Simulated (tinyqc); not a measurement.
Worked calculation: two-step dopant diffusion (predeposition and drive-in) with a constant diffusivity. Computed by tinyqc, a small Python program that keeps every step. Command: `OMP_NUM_THREADS=1 python tinyqc.py 3001261 3001262 out.jsonl dopdiff walk`. One thread of a shared host (Intel(R) Xeon(R) Processor @ 2.30GHz), about 0.07 s of CPU time with the checks. Intermediate numbers are printed to about 6 digits and carried at full precision; extremes and crossings named in words are read from the listed rows.

Fick diffusion into a half space x > 0 whose background doping C_B is of the opposite type, so that a junction lies where C = C_B.

Inputs (values chosen for the exercise, modelled on boron in silicon):
```
quantity                         value        unit
prefactor D0                       1.1      cm^2/s
activation energy E               3.51          eV
surface concentration C_s      1.5e+20      1/cm^3
background doping C_B          1.5e+15      1/cm^3
predeposition temperature T1      1025           C
predeposition time t1               10         min
drive-in temperature T2           1050           C
drive-in time t2                    30         min
mean mobility in the layer mu      200  cm^2/(V s)
```

Furnace ramps of the drive-in: none.

Constants: k_B = 8.617333262e-05 eV/K; e = 1.602176634e-19 C.

## Diffusivities

D = D0 exp(-E/(k_B T)). Temperatures in kelvin are T(C) + 273.15. Times in seconds are 60 times the minutes.

D1 = 2.59776e-14 cm^2/s

D2 = 4.69968e-14 cm^2/s

product D1 t1 = 1.55866e-11 cm^2

## Thermal budget of the drive-in

(Dt)2 = D2 t2, t2 in seconds.

drive-in budget (Dt)2 = 8.45943e-11 cm^2

## Predeposition

C = C_s erfc(x/(2 sqrt(D1 t1))); dose Q = 2 C_s sqrt(D1 t1/pi); the junction solves erfc(z) = C_B/C_s with x_j = 2 z sqrt(D1 t1).

dose Q = 6.68224e+14 1/cm^2

z = 3.12341

junction depth after predeposition = 0.246624 um

## Drive-in as a Gaussian

With a sealed surface and a thin source, C = Q/sqrt(pi (Dt)2) exp(-x^2/(4 (Dt)2)); x_j = 2 sqrt((Dt)2 ln(C(0)/C_B)); gradient at the junction |dC/dx| = C_B x_j/(2 (Dt)2).

surface concentration C(0) (Gaussian) = 4.09899e+19 1/cm^3

junction depth x_j = 0.587940 um

gradient at the junction = 5.21258e+20 1/cm^4

The drive-in moves the junction from 0.247 to 0.588 um and lowers the surface value by a factor 3.66. Caution: the drive-in budget is under fifteen times D1 t1, so the source is not thin and the Gaussian junction is too shallow. Caution: the surface value exceeds the intrinsic carrier density during the drive-in as well. Caution: C_s exceeds the intrinsic carrier density of silicon at the predeposition temperature (2e18 to 1e19 per cm^3), where real diffusivities rise with concentration and profiles turn box-like.

## Sheet resistance

Net dose Q_net = Q erf(x_j/(2 sqrt((Dt)2))) - C_B x_j; R_s = 1/(e mu Q_net), with every dopant ionised and one mobility.

net dose = 6.68131e+14 1/cm^2

sheet resistance R_s (Gaussian) = 46.7087 ohm/square

## Exact junction depth

Exact two-step profile: C = (2 C_s/pi) int_0^alpha exp(-beta (1 + u^2))/(1 + u^2) du with alpha = sqrt(D1 t1/(Dt)2), beta = x^2/(4 (D1 t1 + (Dt)2)). The integral takes 48 Gauss-Legendre points; solve C(x) = C_B.

exact junction depth = 0.623728 um

## Gaussian against the exact two-step profile

Gaussian: C = Q/sqrt(pi (Dt)2) exp(-x^2/(4 (Dt)2)). Depths are fractions of the Gaussian x_j.

Profiles:
```
x/x_j    x (um)  Gaussian (1/cm^3)  exact (1/cm^3)    ratio
0.0    0.000000        4.09899e+19     3.87186e+19  1.05866
0.2    0.117588        2.72404e+19     2.68752e+19  1.01359
0.4    0.235176        7.99508e+18     9.00602e+18  0.88775
0.6    0.352764        1.03635e+18     1.46552e+18  0.70716
0.8    0.470352        5.93283e+16     1.16816e+17  0.50788
1.0    0.587940        1.50000e+15     4.60711e+15  0.32558
1.2    0.705527        1.67492e+13     9.07616e+13  0.18454
```

With D1 t1/(Dt)2 = 0.18, the Gaussian is 5.9 % high at the surface and 67 % low at its own junction; the exact junction lies at 0.6237 um, 6.1 % deeper. The dose is the same, but the real source already has a width, which carries into the tail.

Checks made by the program: exact profile against the direct convolution of the erfc with the Gaussian kernel (relative difference below 1e-10).
